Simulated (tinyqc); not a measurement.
## Channel mobility from two channel lengths

Problem. Two power MOSFETs differ only in channel length: R_on = R_rest + Lc (Wp + a)/(2 mch Cox Vov), Cox = 3.9 eps0/tox. Find mch and R_rest.

Values chosen for this exercise: gate oxide thickness (eps_r 3.9) tox = 39 nm; gate overdrive Vov = 8 V; width of the p body in one cell, channels included Wp = 6.8 um; gap between neighbouring p bodies a = 1.5 um.

Constants: eps0 = 8.8541878128e-14 F/cm where lengths are in cm. Results are converted to the units shown.

R_on at Lc = 0.65 and 2.1 um (mohm cm^2): [5.0388175, 10.702333]

Answer. R_on is a straight line in Lc; its slope gives mch and its intercept the rest.

mch = 15.0 cm^2/(V s)
R_rest = 2.50 mohm cm^2

Computed by the program tinyqc: `OMP_NUM_THREADS=1 python tinyqc.py 2230104 2230105 out.jsonl`, one thread of a shared Intel Xeon 2.30GHz, about 0.01 s for the whole run.
